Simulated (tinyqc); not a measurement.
Mass and optical strength against direction: two-band tight binding of a puckered layer.

With X = kx ax/2 and Y = ky ay/2: h = t2 + 2 cos(Y) (t1 exp(iX) + t3 exp(-iX)) + t5 exp(2iX), d = 4 t4 cos(X) cos(Y), H = [[d, h], [h*, d]], E = d -/+ |h|.

Inputs chosen for the exercise (near a published set for monolayer black phosphorus; the results hold for these values, not for the real material):
```
symbol  value   unit      meaning
ax      4.51    angstrom  period along x (armchair)
ay      3.33    angstrom  period along y (zigzag)
t1      -1.212  eV        along the zigzag
t2      3.683   eV        across the pucker
t3      -0.191  eV        second in the sheet
t4      -0.106  eV        same sublattice
t5      -0.056  eV        far across
```

masses (m0):
```
                x        y
electron  0.16458  0.85099
hole      0.18148  1.15394
```

chi = -4.85727 eV angstrom

Angle from x. 1/m(theta) = cos^2/mx + sin^2/my. Near Gamma only x-polarised light couples the bands, with strength chi^2 cos^2(theta), chi = ax (t1 - t3 + t5) = d Im(h)/dkx; the positions of the atoms inside the cell, which would change this dipole but not the masses, are left out. The last column is the transition energy at |k| = 0.1 1/angstrom from the full bands, less the gap.

Against angle:
```
theta (deg)  m_e (m0)  m_h (m0)  strength (eV^2 angstrom^2)  rise of the transition (eV)
0               0.165     0.181                       23.59                       0.3948
15              0.174     0.192                       22.01                       0.3748
30              0.206     0.230                       17.69                       0.3196
45              0.276     0.314                       11.80                       0.2418
60              0.417     0.493                        5.90                       0.1613
75              0.665     0.849                        1.58                       0.1004
85              0.825     1.109                        0.18                       0.0802
90              0.851     1.154                        0.00                       0.0776
```

What can be read from this table?

The light-mass direction rules: at 45 degrees the electron mass is still 0.276, 1.68 times the value along x, against 5.2 times at 90 degrees. At |k| = 0.1 the transition has risen 5.1 times as much along x as along y.

tinyqc: `OMP_NUM_THREADS=1 python tinyqc.py 1482062 1482063 out.jsonl`; about 0.01 s, one thread, shared Intel(R) Xeon(R) Processor @ 2.30GHz.
